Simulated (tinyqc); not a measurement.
# Worked calculation: MOS inversion layer, Poisson-Schroedinger loop

Computed by the program tinyqc: `OMP_NUM_THREADS=1 python tinyqc.py 2160019 2160020 out.jsonl`, one thread of a shared Intel Xeon 2.30GHz, about 0.7 s for the whole run. Printed values are rounded.

Electrons confined at an insulator interface at z = 0, treated as a hard wall; parabolic valleys, Hartree approximation, no image or exchange terms. The depletion charge lies far deeper than the electrons and gives a uniform field q Nd/(eps0 eps_r); the gate balances all charge. Energies are counted from the band edge at the interface.

Inputs (values chosen for the exercise); masses and permittivity close to those of silicon (100): temperature T = 77 K; relative permittivity eps_r = 11.7; mass along z of valley set A (2 valley(s)) mz1 = 0.901 m0; in-plane density-of-states mass of set A md1 = 0.189 m0; mass along z of valley set B (4 valley(s)) mz2 = 0.187 m0; in-plane density-of-states mass of set B md2 = 0.41 m0; sheet density of electrons Ns = 1.2e12 cm^-2; sheet density of depletion charge Nd = 2.7e12 cm^-2; extra shift of set B (strain) dE = 0.03 eV; mesh step hz = 0.69 nm; mixing factor a = 0.3.

Constants: q = 1.602176634e-19 C, kB = 1.380649e-23 J/K, hbar = 1.054571817e-34 J s, m0 = 9.1093837015e-31 kg, Vt = kB T/q, eps0 = 8.8541878128e-14 F/cm where lengths are in cm, hbar^2/(2 m0) = 0.0380998212 eV nm^2. Results are converted to the units shown.

## Fixed part of the potential

z, node 1 to 17 (nm): 0.69  1.38  2.07  2.76  3.45  4.14  4.83  5.52  6.21  6.9  7.59  8.28  8.97  9.66  10.35  11.04  11.73

V0 = q Nd z/(eps0 eps_r) in eV.

fixed potential V0, node 1 to 17 (eV): 0.028813  0.057626  0.086439  0.115252  0.144065  0.172878  0.201691  0.230504  0.259317  0.288130  0.316943  0.345756  0.374569  0.403382  0.432195  0.461008  0.489821

## Round 1: levels and probability densities

self-consistent potential U at the start, node 1 to 17 (eV): 0  0  0  0  0  0  0  0  0  0  0  0  0  0  0  0  0

Tridiagonal Hamiltonian with psi = 0 one step beyond both ends: H_ii = C (1/m_(i-1/2) + 1/m_(i+1/2))/hz^2 + V0_i + U_i (+ dE for the set B), H_(i,i+1) = -C/(m_(i+1/2) hz^2), C = hbar^2/(2 m0). The lowest 2 level(s) of each valley set are kept, normalised to hz sum |psi|^2 = 1. The mass is the same on all intervals.

levels (eV): A1 0.096246, A2 0.165502, B1 0.194526, B2 0.316188

```
node  |psi|^2 of A1 (1/nm)  |psi|^2 of A2 (1/nm)  |psi|^2 of B1 (1/nm)  |psi|^2 of B2 (1/nm)
1                 0.382139              0.313027              0.091245              0.086470
2                 0.588307              0.066531              0.258411              0.169136
3                 0.339113              0.127375              0.345309              0.095365
4                 0.111127              0.427760              0.313256              0.003871
5                 0.024247              0.337729              0.218380              0.043776
6                 0.003832              0.135420              0.124317              0.169075
7                 0.000463              0.034376              0.059899              0.254291
8                 0.000044              0.006141              0.025013              0.247795
9                 0.000003              0.000822              0.009207              0.181931
10                0.000000              0.000086              0.003025              0.107909
11                0.000000              0.000007              0.000896              0.053800
12                0.000000              0.000001              0.000241              0.023125
13                0.000000              0.000000              0.000059              0.008716
14                0.000000              0.000000              0.000013              0.002909
15                0.000000              0.000000              0.000003              0.000857
16                0.000000              0.000000              0.000001              0.000213
17                0.000000              0.000000              0.000000              0.000035
```

## Round 1: Fermi level and occupations

Level k holds N_k = D_k Vt ln(1 + exp((EF - E_k)/Vt)) with D = 2 md1 m0 q/(pi hbar^2) for the set A, D = 4 md2 m0 q/(pi hbar^2) for the set B per eV (spin included); EF is fixed by sum N_k = Ns.

EF = 0.101304 eV
N_k (cm^-2): A1 1.19993e12, A2 6.58310e7, B1 3.59828e6, B2 0.0391855

## Round 1: density, output potential and mixing

n_i = sum_k N_k |psi_k|^2 (converted to cm^-3). Hartree part by Gauss: on the interval before node i the electrons still beyond are S_i = Ns - hz sum_(j<i) n_j, and U_i = U_(i-1) + q S_i hz/(eps0 eps_r) in eV, U_0 = 0 at the interface. Mixing: U(new) = U + a (U(out) - U).

```
node  n (1e18 cm^-3)  U(out) (eV)  U after round 1 (1e-3 eV)
1            4.58561    0.0128058                    3.84173
2            7.05932    0.0222350                    6.67051
3            4.06922    0.0264663                    7.93988
4            1.33374    0.0277012                    8.31036
5            0.29118    0.0279541                    8.38622
6            0.04608    0.0279925                    8.39776
7            0.00558    0.0279971                    8.39913
8            0.00054    0.0279975                    8.39925
9            0.00004    0.0279975                    8.39926
10           0.00000    0.0279975                    8.39926
11           0.00000    0.0279975                    8.39926
12           0.00000    0.0279975                    8.39926
13           0.00000    0.0279975                    8.39926
14           0.00000    0.0279975                    8.39926
15           0.00000    0.0279975                    8.39926
16           0.00000    0.0279975                    8.39926
17           0.00000    0.0279975                    8.39926
```

## Round 2: levels and probability densities

As before.

levels (eV): A1 0.102597, A2 0.172766, B1 0.202194, B2 0.324081

```
node  |psi|^2 of A1 (1/nm)  |psi|^2 of A2 (1/nm)  |psi|^2 of B1 (1/nm)  |psi|^2 of B2 (1/nm)
1                 0.401783              0.315922              0.093445              0.087629
2                 0.590701              0.056390              0.261837              0.169091
3                 0.327010              0.142239              0.346564              0.093386
4                 0.103821              0.434151              0.312087              0.003291
5                 0.022092              0.331357              0.216330              0.045673
6                 0.003421              0.130110              0.122585              0.171449
7                 0.000406              0.032522              0.058835              0.255297
8                 0.000038              0.005739              0.024486              0.247314
9                 0.000003              0.000761              0.008985              0.180814
10                0.000000              0.000079              0.002944              0.106890
11                0.000000              0.000007              0.000870              0.053144
12                0.000000              0.000000              0.000234              0.022789
13                0.000000              0.000000              0.000057              0.008571
14                0.000000              0.000000              0.000013              0.002855
15                0.000000              0.000000              0.000003              0.000840
16                0.000000              0.000000              0.000000              0.000209
17                0.000000              0.000000              0.000000              0.000034
```

## Round 2: Fermi level and occupations

As before.

EF = 0.107656 eV
N_k (cm^-2): A1 1.19994e12, A2 5.73649e7, B1 2.95074e6, B2 0.0310606

## Round 2: density, output potential and mixing

As before.

```
node  n (1e18 cm^-3)  U(out) (eV)  U after round 2 (eV)
1            4.82134    0.0128058             0.0065309
2            7.08809    0.0220615             0.0112878
3            3.92402    0.0260979             0.0133873
4            1.24605    0.0272450             0.0139908
5            0.26529    0.0274746             0.0141127
6            0.04112    0.0275089             0.0141311
7            0.00489    0.0275128             0.0141332
8            0.00046    0.0275132             0.0141334
9            0.00004    0.0275132             0.0141335
10           0.00000    0.0275132             0.0141335
11           0.00000    0.0275132             0.0141335
12           0.00000    0.0275132             0.0141335
13           0.00000    0.0275132             0.0141335
14           0.00000    0.0275132             0.0141335
15           0.00000    0.0275132             0.0141335
16           0.00000    0.0275132             0.0141335
17           0.00000    0.0275132             0.0141335
```

## Course of the self-consistent loop

Start from U = 0. Stop when the largest |U(out) - U| is below 1e-7 eV, or after 120 rounds.

Course of the iteration:
```
round  level A1 (eV)   EF (eV)  largest |U(out) - U| (eV)
1          0.0962461  0.101304                     0.0280
2           0.102597  0.107656                     0.0191
3           0.106950  0.112008                     0.0131
4           0.109942  0.115001                    8.93e-3
5           0.112004  0.117063                    6.11e-3
6           0.113427  0.118486                    4.18e-3
7           0.114411  0.119469                    2.86e-3
8           0.115091  0.120149                    1.96e-3
9           0.115561  0.120620                    1.35e-3
...              ...       ...                        ...
27          0.116622  0.121681                    1.69e-6
28          0.116623  0.121681                    1.17e-6
29          0.116623  0.121682                    8.14e-7
30          0.116623  0.121682                    5.67e-7
31          0.116624  0.121682                    3.95e-7
32          0.116624  0.121682                    2.75e-7
33          0.116624  0.121682                    1.92e-7
34          0.116624  0.121682                    1.33e-7
35          0.116624  0.121682                    9.30e-8
```

Converged in 35 rounds. Towards the end the residual shrinks by a factor of about 0.70 a round.

## Converged levels, occupations and centroid

converged U, node 1 to 17 (eV): 0.0128057  0.0216935  0.0253501  0.0263355  0.0265240  0.0265511  0.0265541  0.0265544  0.0265544  0.0265544  0.0265544  0.0265544  0.0265544  0.0265544  0.0265544  0.0265544  0.0265544

Solve for the levels with V0 + U, find EF, n_i = sum_k N_k |psi_k|^2 (in cm^-3); share of each level N_k/Ns; centroid sum n z/sum n.

levels (eV): A1 0.116624, A2 0.188677, B1 0.218960, B2 0.341259
EF = 0.121682 eV
shares (%): A1 99.9962, A2 0.0036, B1 0.0002, B2 0.0000
n, node 1 to 17 (in units of 1e18 cm^-3): 5.32091  7.10442  3.62774  1.08221  0.21928  0.03263  0.00375  0.00034  0.00003  0.00000  0.00000  0.00000  0.00000  0.00000  0.00000  0.00000  0.00000
centroid = 1.43081 nm

An 800-node mesh to 20 nm with 8 levels a set gives A1 = 0.1189 eV, EF = 0.1240 eV and a centroid of 1.488 nm; the levels kept above hold 100 % of the electrons there. The coarse centroid is 3.8 % below the fine one.

## Closed-form estimates

Triangular well: E_k = a_k (C F^2/mz)^(1/3), a_1 = 2.338107, a_2 = 4.087949, C = hbar^2/(2 m0), F in eV/nm. Fang-Howard (all electrons in the lowest level of set A): b^3 = 6 (mz1/C) q (Nd + 11 Ns/32)/(eps0 eps_r), centroid 3/b, level C b^2/(4 mz1) + (3/b) q (Nd + 11 Ns/16)/(eps0 eps_r). Use F = q (Nd + Ns)/(eps0 eps_r), the surface field, and F = q (Nd + Ns/2)/(eps0 eps_r).

A1 with the surface field = 0.125283 eV
A1 with Nd + Ns/2 = 0.112079 eV
A2 with Nd + Ns/2 = 0.195959 eV
b = 1.89734 1/nm
Fang-Howard centroid = 1.58116 nm
Fang-Howard level = 0.124257 eV

Against the self-consistent A1 = 0.1189 eV on a fine mesh, the surface-field estimate is 5.3 % above it, the half-charge one 5.8 % below it and Fang-Howard 4.5 % above it. A1 holds 100 % of the electrons, and the Fang-Howard centroid is 6.3 % above the full one.
